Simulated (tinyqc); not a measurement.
Interpolating the pair or each band alone: Wannier functions of a composite (isolated) pair of valence bands (bonds of an sp chain).

Each atom has a hybrid pointing left (<) and right (>). H(k): diagonal +V3 on A, -V3 on B; <A<|A>> = -V1a, <B<|B>> = -V1b, <A>|B<> = -V2, <B>|A<> = -V2p exp(ik); k in 1/a, Bloch sums with exp(ikR). The two lowest bands are filled. Trial functions in cell 0: g1 = cos(c) A> + sin(c) B<, and g2 = sin(c) B> + cos(c) A< of cell 1, whose Bloch vector has cos(c) exp(-ik) on A<. Projection A_mn = <psi_m|g_n>, S = A^+ A, Loewdin U = A S^(-1/2), Bloch-like states w_n = sum_m psi_m U_mn, H_W(k) = U^+ diag(E) U. P = sum_m |psi_m><psi_m| is free of phase choices, and S = g^+ P g, w = P g S^(-1/2).

Parameters, chosen for this exercise: V2 = 3.28 eV (coupling in the bond A-B inside the cell); V2p = 2.78 eV (coupling in the bond to the next cell); V1a = 1.12 eV (coupling of the two hybrids on A); V1b = 0.82 eV (the same on B); V3 = 0 eV (A at +V3, B at -V3); c = 35 degrees (trial bonds cos(c) on A, sin(c) on B).

Largest error on 25 points from 0 to pi. Pair: diagonalise the Hermitian part of sum_R exp(ikR) H(R) over the N cells nearest the origin, with H(R) the mean of exp(-ikR) H_W(k) on the mesh k = 2 pi j/N. Alone: the cosine series of each sorted band on the same mesh.

Errors (meV):

| N | pair | each band alone |
|---|---|---|
| 3 | 9.13662 | 106.91338 |
| 4 | 3.37402 | 23.82579 |
| 5 | 0.39667 | 32.26203 |
| 6 | 0.10243 | 7.14881 |
| 8 | 0.00530 | 2.74819 |
| 10 | 0.00028 | 1.19185 |
| 14 | 0.00000 | 0.22314 |

smallest spacing of the two filled bands = 0.5831 eV

At N = 6 the pair errs by 0.10 meV and the single bands by 7.1; at N = 10, 0.00028 against 1.2. Both fall exponentially: the pair at a rate tied to the gap to the empty bands (4.06 eV), the single bands at a slower one tied to their own spacing (0.583 eV at the closest). Not every column falls at every step, since even meshes hold k = pi and odd ones do not.

Run: tinyqc, `OMP_NUM_THREADS=1 python tinyqc.py 1451942 1451943 out.jsonl`; Intel(R) Xeon(R) Processor @ 2.30GHz, one thread, shared host; about 0.3 s of CPU time with all checks.
